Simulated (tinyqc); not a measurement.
Sp3 tight binding, zinc-blende lattice, step by step. One step of it, computed by the program tinyqc.

Problem. Bloch Hamiltonian at X. Slater-Koster rules over the four bonds with direction cosines (l, m, n): ss V_ss; s-px l V_sp; px-s -l V_sp; px-px l^2 V_pps + (1 - l^2) V_ppp; px-py l m (V_pps - V_ppp); each times exp(i k.d).

Parameters chosen for this model: zinc-blende lattice, anion at 0, cation at a/4 (1,1,1); V = eta hbar^2 / (m d^2), hbar^2/m = 7.619964 eV angstrom^2:

| parameter | value | unit |
|---|---|---|
| a | 3.550000 | angstrom |
| d | 1.537195 | angstrom |
| Es anion | -12.520000 | eV |
| Ep anion | -6.690000 | eV |
| Es cation | -12.520000 | eV |
| Ep cation | -6.690000 | eV |
| eta ss | -1.280000 |  |
| eta sp | 1.330000 |  |
| eta pp sigma | 3.310000 |  |
| eta pp pi | -0.880000 |  |
| V ss | -4.127669 | eV |
| V sp | 4.288907 | eV |
| V pp sigma | 10.673895 | eV |
| V pp pi | -2.837773 | eV |

k point X (2 pi / a): 1  0  0

Give: H(k) at X.

Solution.

H(k) at X (eV), lower triangle (Hermitian):
```
                 a s            a px             a py             a pz
a s         -12.5200
a px          0.0000         -6.6900
a py          0.0000          0.0000          -6.6900
a pz          0.0000          0.0000           0.0000          -6.6900
c s           0.0000  0.0000+9.9048i           0.0000           0.0000
c px  0.0000-9.9048i          0.0000           0.0000           0.0000
c py          0.0000          0.0000           0.0000  0.0000-18.0156i
c pz          0.0000          0.0000  0.0000-18.0156i           0.0000

           c s     c px     c py     c pz
c s   -12.5200
c px    0.0000  -6.6900
c py    0.0000   0.0000  -6.6900
c pz    0.0000   0.0000   0.0000  -6.6900
```
